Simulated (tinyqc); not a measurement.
# Square on-chip spiral inductor, lumped pi model: two studies

Outer diameter do = di + 2 n wd + 2 (n - 1) sp, mean da = (do + di)/2, fill p = (do - di)/(do + di), length l = 4 n da. L = 2.34 mu0 n^2 da/(1 + 2.75 p), mu0 = 4 pi 1e-7 H/m. Rs = rho l/(wd delta (1 - exp(-th/delta))), delta = sqrt(rho/(pi f mu0)). Cs = n wd^2 eps0 eo/hu across the coil. At each end Cox = l wd eps0 eo/(2 ho) leads to the substrate branch Rsi = 2 rs he/(l wd) in parallel with Csi = l wd eps0 11.7/(2 he). With one end grounded Y = 1/(Rs + i w L) + i w Cs + 1/[1/(i w Cox) + 1/(1/Rsi + i w Csi)], w = 2 pi f; Q = -Im Y/Re Y. Eddy currents in neighbouring turns and in the substrate are left out.

Values chosen for this exercise; values of the order met in silicon radio-frequency processes: number of turns n = 2.5; line width wd = 8 um; space between turns sp = 2 um; inner diameter di = 40 um; metal thickness th = 2 um; metal resistivity rho = 2.2 uohm cm; oxide below the coil ho = 9.8 um; oxide between coil and underpass hu = 1.3 um; relative permittivity of the oxide eo = 4.1; substrate resistivity rs = 10 ohm cm; effective spreading depth in the substrate he = 30 um; frequency f = 1.3 GHz.

Constants: eps0 = 8.8541878128e-12 F/m. Results are converted to the units shown.

Each table varies one quantity; the others keep the values above.

## Quality factor against frequency

Apparent inductance Im(1/Y)/w; share of the loss Re(substrate branch)/Re Y.

Result of one run:
```
f (GHz),Rs (ohm),w L/Rs,Q,apparent inductance (nH),loss in the substrate (%)
1.2,1.330,3.277,3.275,0.5780,0.008966
```

What becomes of these results when the frequency f is changed from 1.2 to 3.1 GHz, all else the same?

Result of the changed run:
```
f (GHz),Rs (ohm),w L/Rs,Q,apparent inductance (nH),loss in the substrate (%)
3.1,1.667,6.750,6.712,0.5793,0.2594
```

The whole series:
```
f (GHz),Rs (ohm),w L/Rs,Q,apparent inductance (nH),loss in the substrate (%)
1.2,1.330,3.277,3.275,0.5780,0.008966
1.9,1.468,4.697,4.690,0.5784,0.04696
3.1,1.667,6.750,6.712,0.5793,0.2594
5.1,1.944,9.522,9.332,0.5818,1.272
8.3,2.316,13.01,12.18,0.5876,4.703
14,2.866,17.73,14.61,0.6041,13.71
22,3.508,22.76,14.90,0.6437,26.90
36,4.431,29.49,11.73,0.7881,45.44
59,5.646,37.94,3.809,1.923,64.30
```

Q goes from 3.27 through a maximum of 14.9 (at f = 22 GHz among the rows listed) to 3.81; the exact peak is 15.1 at 18.7 GHz and Q reaches zero at the self-resonance, 69.7 GHz. The share of the substrate rises from 0.00897 to 64.3 %, and the apparent inductance ends at 3.33 times L. At the peak the substrate takes 21.6 % of the loss. For f = 36, 59 the coil is longer than 0.15 of a wavelength in the oxide, where one lumped section is rough.

## Effect of the oxide below the coil

Same model as above.

Peak Q and its frequency from a search over f; self-resonance where Im Y = 0; Q at the given f (negative beyond resonance).

The same in every row: L (nH) = 0.5778; do (um) = 86.00.

Effect of the oxide below the coil:
```
ho (um),peak Q,f of the peak (GHz),self-resonance (GHz),Q at f
1,10.41,11.53,59.31,3.464
2,11.05,12.38,60.83,3.479
3,11.68,13.22,62.24,3.485
5,12.84,14.88,64.79,3.489
7,13.86,16.51,67.01,3.490
10,15.16,18.82,69.85,3.491
15,16.89,22.22,73.59,3.492
```

As ho goes from 1 to 15, L stays at 0.578 nH, the peak Q rises from 10.4 to 16.9, its frequency rises from 11.5 to 22.2 GHz and the self-resonance rises from 59.3 to 73.6 GHz.

tinyqc, about 0.01 s, one thread, Intel Xeon 2.30GHz (shared host): `OMP_NUM_THREADS=1 python tinyqc.py 2302157 2302158 out.jsonl`
